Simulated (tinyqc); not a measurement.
MOS capacitor on an n-type substrate, surface potential from the exact charge relation: two steps of the calculation.

Uniform n-type substrate, Boltzmann statistics, full ionisation, classical densities. psi is the surface potential against the body (positive when the bands bend down) and u = -psi/Vt. Traps are spread evenly over the gap and neutral at flat band, so their charge is -q Dit psi; the minority quasi-Fermi level is shifted by Vb.

Values chosen for this exercise; band and dielectric values those of a made-up semiconductor: temperature T = 273 K; band gap Eg = 0.909 eV; relative permittivity eps_r = 13.7; conduction-band density of states at T Nc = 2.35e19 cm^-3; valence-band density of states at T Nv = 2.41e19 cm^-3; electron affinity chi = 3.76 eV; donor density of the substrate N = 1e18 cm^-3; relative permittivity of the gate insulator (close to silicon dioxide) eox = 3.9; insulator thickness tox = 1.9 nm; gate work function phiM = 4.04 eV; fixed charge at the interface, in units of q Nf = -1.8e11 cm^-2; density of interface traps Dit = 0 cm^-2 eV^-1; reverse bias of the inversion layer against the body Vb = 0 V; gate voltage against the body Vg = 0.54 V.

Constants: q = 1.602176634e-19 C, kB = 1.380649e-23 J/K, Vt = kB T/q, eps0 = 8.8541878128e-14 F/cm where lengths are in cm. Results are converted to the units shown.

Problem 1. Flat band, threshold and scales. ni = sqrt(Nc Nv) exp(-Eg/(2 Vt)), Eg in volts; phiF = Vt ln(N/ni); Cox = eps0 eox/tox; Vfb = phiM - chi - Vt ln(Nc/N) - q Nf/Cox; Q0 = sqrt(2 eps0 eps_r q N Vt); r = (ni/N)^2 exp(-Vb/Vt); VT = Vfb - [(2 phiF + Vb)(1 + q Dit/Cox) + sqrt(2 eps0 eps_r q N (2 phiF + Vb))/Cox].

Wanted: ni; phiF; Cox; Vfb; Q0; r; VT.

Solution 1.

ni = 9.686e10 cm^-3
phiF = 0.3799 V
Cox = 1.817 uF/cm^2
Vfb = 0.2216 V
Q0 = 95.63 nC/cm^2
r = 9.382e-15
VT = -0.8373 V

Problem 2. Newton step for the surface potential. u = -psi/Vt; F^2 = exp(-u) + u - 1 + r (exp(u) - u - 1); Qs = +sign(u) Q0 F; Cs = -dQs/dpsi = (Q0/Vt) |1 - exp(-u) + r (exp(u) - 1)|/(2 F). f = Vfb + psi + (q Dit psi - Qs)/Cox - Vg, f' = 1 + (Cs + q Dit)/Cox, psi(new) = psi - f/f'.

psi after iteration 1 = 0.14911279 V
Cox = 1.8174386 uF/cm^2
Vfb = 0.22159859 V
Q0 = 95.625256 nC/cm^2
r = 9.3817750e-15

Wanted: u; F; Qs; Cs; f; f'; psi after iteration 2.

Solution 2.

u = -6.3384
F = 23.634
Qs = -2260.0 nC/cm^2
Cs = 48.578 uF/cm^2
f = 1.0742 V
f' = 27.729
psi after iteration 2 = 0.11037 V

tinyqc, about 0.01 s, one thread, Intel Xeon 2.30GHz (shared host): `OMP_NUM_THREADS=1 python tinyqc.py 2060083 2060084 out.jsonl`
